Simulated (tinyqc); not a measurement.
Gate voltage for a given inversion charge.

Inverse problem. p-type body, charge-sheet picture, depletion and inversion only, full ionisation (an idealisation for deep acceptors), Boltzmann statistics (rough once Na exp(x - xn) passes about Nc/7). In units of Vt: xg = (Vg - Vfb)/Vt, x = psi/Vt, G = gamma/sqrt(Vt), xn = (2 phiF + Vc)/Vt. The implicit equation is (xg - x)^2 = G^2 [x - 1 + exp(x - xn)] for x above about 3. Cox = eps0 eox/tox. ni = sqrt(Nc Nv) exp(-Eg/(2 Vt)), Eg in volts; phiF = Vt ln(Na/ni); gamma = sqrt(2 q eps0 eps_r Na)/Cox. N_inv = (Cox Vt G/q) [sqrt(x - 1 + exp(x - xn)) - sqrt(x - 1)]. Find x - xn, psi and Vg.

Inputs (values chosen for the exercise); band and dielectric values close to those of silicon:
- T = 400 K (temperature)
- Eg = 1.11 eV (band gap)
- eps_r = 11.9 (relative permittivity)
- Nc = 4.31e19 cm^-3 (conduction-band density of states at T)
- Nv = 4e19 cm^-3 (valence-band density of states at T)
- eox = 3.9 (relative permittivity of the gate insulator (close to silicon dioxide))
- tox = 13 nm (insulator thickness)
- Na = 6.4e17 cm^-3 (acceptor density)
- Vfb = -0.77 V (flat-band voltage)
- Vc = 0 V (channel-body voltage)

Constants: q = 1.602176634e-19 C, kB = 1.380649e-23 J/K, Vt = kB T/q, eps0 = 8.8541878128e-14 F/cm where lengths are in cm. Results are converted to the units shown.

N_inv = 2.7e10 cm^-2

Solution. N_inv rises steadily with x, so it fixes x; the implicit equation then gives xg directly.

x - xn = -0.7467
psi = 0.7966 V
Vg = 1.571 V

Numbers from tinyqc (`OMP_NUM_THREADS=1 python tinyqc.py 2122143 2122144 out.jsonl`; about 0.01 s on one thread of a shared Intel Xeon 2.30GHz).
